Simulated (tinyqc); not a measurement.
## Scale length and length offset from two DIBL values

Problem. DIBL = exp(-Le/(2 l)) + 2 exp(-Le/l) with Le = L - dL. Find l, dL and the drawn length for a DIBL of 100 mV/V.

DIBL at drawn lengths 70 and 100 nm (mV/V): [62.781701, 16.686012]

Answer. With e = exp(-Le/(2 l)), 2 e^2 + e = DIBL gives e and so Le/l at each length; Le/l is a straight line in L with slope 1/l.

l = 12.00 nm
dL = 1.000 nm
length for 100 mV/V = 60.05 nm

Program tinyqc, `OMP_NUM_THREADS=1 python tinyqc.py 2002054 2002055 out.jsonl`; Intel Xeon 2.30GHz, shared host, one thread, about 0.01 s.
